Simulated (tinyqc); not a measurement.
Programming of a floating-gate cell by Fowler-Nordheim tunnelling: one step of the calculation.

Per tunnel area the floating gate has Ctun = 3.9 eps0/tox to the channel (0 V) and Ccg to the control gate, Ct = Ctun/(1 - ag), no other coupling. With the threshold shift U = -Q/Ccg the field is F = ag (Vg - U)/tox, and dU/dt = J/Ccg. Fowler-Nordheim: J = A F^2 exp(-B/F), A = q^2/(16 pi^2 hbar mo phi) (times 1e14 for A/cm^2 with F in V/nm, emitter mass m0), B = (4/3) sqrt(mo/C) phi^1.5, C = hbar^2/(2 m0).

Question. Explicit time steps against the exact solution. U(new) = U + dt J(F(U))/Ccg. Exact: exp(B/F(t)) = exp(B/F(0)) + K t, K = A B ag/(Ccg tox), and U = Vg - tox F/ag.

Values chosen for this exercise; oxide values close to those of silicon dioxide:
- phi = 3.18 eV (tunnel barrier)
- mo = 0.5 m0 (tunnelling mass)
- tox = 6.5 nm (tunnel oxide thickness)
- ag = 0.6 (coupling ratio Ccg/Ct)
- Vt0 = -1.7 V (threshold shift at the start)
- Vg = 9.9 V (control-gate voltage)
- dt = 1300 us (time step)
- n = 8 (steps)

Constants: q = 1.602176634e-19 C, hbar = 1.054571817e-34 J s, m0 = 9.1093837015e-31 kg, eps0 = 8.8541878128e-14 F/cm where lengths are in cm, hbar^2/(2 m0) = 0.0380998212 eV nm^2. Results are converted to the units shown.

Wanted: t; F; J; U by steps; U exact.

Answer.

```
step  t (us)  F (V/nm)  J (A/cm^2)  U by steps (V)  U exact (V)
0          0    1.0708   8.6397e-4         -1.7000      -1.7000
1     1300.0    0.9407   1.9383e-5         -0.2905      -1.0928
2     2600.0    0.9377   1.7594e-5         -0.2589      -0.8681
3     3900.0    0.9351   1.6105e-5         -0.2302      -0.7299
4     5200.0    0.9327   1.4847e-5         -0.2039      -0.6306
5     6500.0    0.9304   1.3769e-5         -0.1797      -0.5534
6     7800.0    0.9284   1.2835e-5         -0.1573      -0.4904
7     9100.0    0.9264   1.2019e-5         -0.1363      -0.4372
8      10400    0.9246   1.1299e-5         -0.1167      -0.3913
```

Range of the model: Programming fields of 10 MV/cm and more wear the oxide; trapping and the channel potential are ignored.

Computed by the program tinyqc: `OMP_NUM_THREADS=1 python tinyqc.py 2130111 2130112 out.jsonl`, one thread of a shared Intel Xeon 2.30GHz, about 0.01 s for the whole run.
